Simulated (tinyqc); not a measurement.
Thermal, flicker and telegraph noise of a field-effect transistor: one step, computed by the program tinyqc.

Strong inversion, threshold roll-off and channel-length modulation left out; noise sources are uncorrelated and are given as one-sided spectral densities. The drain voltage is 50 mV.

Problem. Thermal noise and corner. C_ox = 3.9 eps_0/t; I = mu C_ox (W/L) V_ov V_D; g_m = I/V_ov; g_d0 = I/V_D. Thermal: S_I = 4 k_B T g_d0; input-referred S_V = S_I/g_m^2; corner f_c where flicker equals thermal. Total input noise from 1 Hz to f_c: sqrt(S_V,thermal [f_c ln(f_c/1 Hz) + f_c - 1 Hz]).

Inputs (values chosen for the exercise, modelled on a silicon n-channel):
```
quantity                        value         unit
width W                          0.45   micrometre
length L                           60           nm
electrical oxide thickness t      2.5           nm
mobility mu                       200   cm^2/(V s)
overdrive V_ov                   0.51            V
oxide trap density N_t        4.2e+16  1/(eV cm^3)
frequency f                      3000           Hz
temperature T                     300            K
```

Operating region: linear. Flicker model: number with correlated mobility.

g_m = 103.5940 microsiemens

flicker S_I = 2.394689e-20 A^2/Hz

drain current I = 52.83294 microampere

Constants: k_B = 1.380649e-23 J/K; eps_0 = 8.8541878128e-12 F/m; e = 1.602176634e-19 C.

Give: thermal S_I; input-referred thermal noise; corner frequency f_c; input noise up to f_c; full shot noise 2eI over thermal S_I.

Solution.

thermal S_I = 1.751e-23 A^2/Hz

input-referred thermal noise = 40.39 nV/sqrt(Hz)

corner frequency f_c = 4.104e+06 Hz

input noise up to f_c = 329.6 microvolt

full shot noise 2eI over thermal S_I = 0.9670

At f the noise is flicker dominated (f_c/f = 1370). Caution: fewer than one trap per decade of time constant is active, so one device shows telegraph steps and the 1/f law is only a mean over many devices.
